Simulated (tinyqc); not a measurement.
# Surface potential of a MOS transistor: implicit equation and explicit approximations: two studies

p-type body, charge-sheet picture, depletion and inversion only, full ionisation (an idealisation for deep acceptors), Boltzmann statistics (rough once Na exp(x - xn) passes about Nc/7). In units of Vt: xg = (Vg - Vfb)/Vt, x = psi/Vt, G = gamma/sqrt(Vt), xn = (2 phiF + Vc)/Vt. The implicit equation is (xg - x)^2 = G^2 [x - 1 + exp(x - xn)] for x above about 3. Cox = eps0 eox/tox.

Inputs (values chosen for the exercise); band and dielectric values those of a made-up semiconductor:
```
symbol,value,unit,meaning
T,400,K,temperature
Eg,0.81,eV,band gap
eps_r,18.1,,relative permittivity
Nc,1.2e19,cm^-3,conduction-band density of states at T
Nv,7.7e18,cm^-3,valence-band density of states at T
eox,3.9,,relative permittivity of the gate insulator (close to silicon dioxide)
tox,15,nm,insulator thickness
Na,6e17,cm^-3,acceptor density
Vfb,-0.45,V,flat-band voltage
Vc,0.2,V,channel-body voltage
Vg,3.17,V,gate-body voltage
```

Constants: q = 1.602176634e-19 C, kB = 1.380649e-23 J/K, Vt = kB T/q, eps0 = 8.8541878128e-14 F/cm where lengths are in cm. Results are converted to the units shown.

Each table varies one quantity; the others keep the values above.

## Accuracy of the approximations against gate voltage

ni = sqrt(Nc Nv) exp(-Eg/(2 Vt)), Eg in volts; phiF = Vt ln(Na/ni); gamma = sqrt(2 q eps0 eps_r Na)/Cox; VT = Vfb + Vt (xn + G sqrt(xn - 1)). Depletion value a = 1 + [sqrt(G^2/4 + xg - 1) - G/2]^2; inversion value b = xn + ln[(xg - xn)^2/G^2 - xn + 1] and first guess y = min(a, b) - ln(1 + exp(-|a - b|)) if a > xn + 1, else b = y = a; one second-order correction with D = exp(y - xn), p = 2 (xg - y) + G^2 (1 + D), w = (xg - y)^2 - G^2 (y - 1 + D): z = y + 2 w/(p + sqrt(p^2 - 2 (2 - G^2 D) w)), or the Newton step z = y + w/p where the root is not real. N_inv = (Cox Vt G/q) [sqrt(x - 1 + exp(x - xn)) - sqrt(x - 1)] at the root. Lambert form (Cox m Vt/q) W0[(G/(2 m sqrt(xn - 1))) exp((Vg - VT)/(m Vt))], m = 1 + G/(2 sqrt(xn - 1)). Errors under 1e-4 mV, and the linear form below VT, are printed as 0.

Results:
```
Vg (V)	psi (V)	x - xn	error of y (mV)	error of z (mV)	N_inv (cm^-2)	Cox (Vg - VT)/q (cm^-2)	Lambert form (cm^-2)
2.1	0.6531	-4.807	0.171	0	6.205e8	0	4.683e8
2.5	0.8041	-0.4271	13.0	-0.114	4.409e10	0	4.398e10
2.7	0.8521	0.9665	6.38	-0.0252	1.690e11	2.814e11	1.719e11
2.9	0.8800	1.777	13.2	-0.360	3.632e11	5.687e11	3.697e11
3.1	0.8982	2.305	12.4	-0.318	5.902e11	8.561e11	6.004e11
3.3	0.9116	2.692	10.7	-0.201	8.338e11	1.143e12	8.475e11
3.5	0.9220	2.996	9.27	-0.129	1.087e12	1.431e12	1.104e12
3.7	0.9307	3.247	8.20	-0.0884	1.346e12	1.718e12	1.366e12
```

Estimate the missing row, Vg = 2.3 V.

Computed row:
```
Vg (V)	psi (V)	x - xn	error of y (mV)	error of z (mV)	N_inv (cm^-2)	Cox (Vg - VT)/q (cm^-2)	Lambert form (cm^-2)
2.3	0.7321	-2.515	1.64	0	5.773e9	0	5.247e9
```

With this row back in the table: psi rises from 0.653 to 0.931 V and ends 3.2 Vt above 2 phiF + Vc. Among the rows the first guess is off by at most 13 mV (at Vg = 2.9 V) and the corrected value by at most 0.36 mV. In the last row the linear form is 28 % above N_inv and the Lambert form 1.5 % above it; in the first row the Lambert form is 25 % below it. For Vg = 2.9, 3.1, 3.3, 3.5, 3.7 the electron quasi-Fermi level lies less than 2 Vt below the band edge at the surface, or above it, where degeneracy and confinement, left out, matter.

## Effect of the acceptor density at fixed gate voltage

Same model as above.

Vfb is held fixed.

Results:
```
Na (cm^-3)	psi (V)	x - xn	error of y (mV)	error of z (mV)	N_inv (cm^-2)	Cox (Vg - VT)/q (cm^-2)	Lambert form (cm^-2)
2e16	0.82706	7.0429	6.03	-0.0348	3.4499e12	3.8928e12	3.5406e12
4.4e16	0.85268	6.2093	5.73	-0.0295	3.1276e12	3.5545e12	3.2003e12
9.6e16	0.87679	5.3483	5.72	-0.0293	2.6697e12	3.0824e12	2.7248e12
2.1e17	0.89771	4.3897	6.40	-0.0413	2.0072e12	2.3995e12	2.0442e12
4.6e17	0.90783	3.1152	9.30	-0.131	1.0620e12	1.3963e12	1.0800e12
1e18	0.82540	-0.82945	9.54	-0.0329	3.7639e10	0	3.7121e10
4.8e18	0.27503	-19.934	0	0	758.46	0	2.4648
```

Estimate the missing row, Na = 2.2e18 cm^-3.

Computed row:
```
Na (cm^-3)	psi (V)	x - xn	error of y (mV)	error of z (mV)	N_inv (cm^-2)	Cox (Vg - VT)/q (cm^-2)	Lambert form (cm^-2)
2.2e18	0.49312	-12.046	1.56e-4	0	9.9040e5	0	1.8232e5
```

With this row back in the table: As Na goes from 2e16 to 4.8e18, psi goes from 0.827 through a maximum of 0.908 (at Na = 4.6e17 among the rows listed) to 0.275 V, x - xn falls from 7.04 to -19.9 and N_inv falls from 3.45e12 to 758 cm^-2. The Lambert form lies between 0.00325 and 1.03 times N_inv. For Na = 2e16, 4.4e16, 9.6e16, 2.1e17, 4.6e17 the electron quasi-Fermi level lies less than 2 Vt below the band edge at the surface, or above it, where degeneracy and confinement, left out, matter.

tinyqc, about 0.01 s, one thread, Intel Xeon 2.30GHz (shared host): `OMP_NUM_THREADS=1 python tinyqc.py 2122223 2122224 out.jsonl`
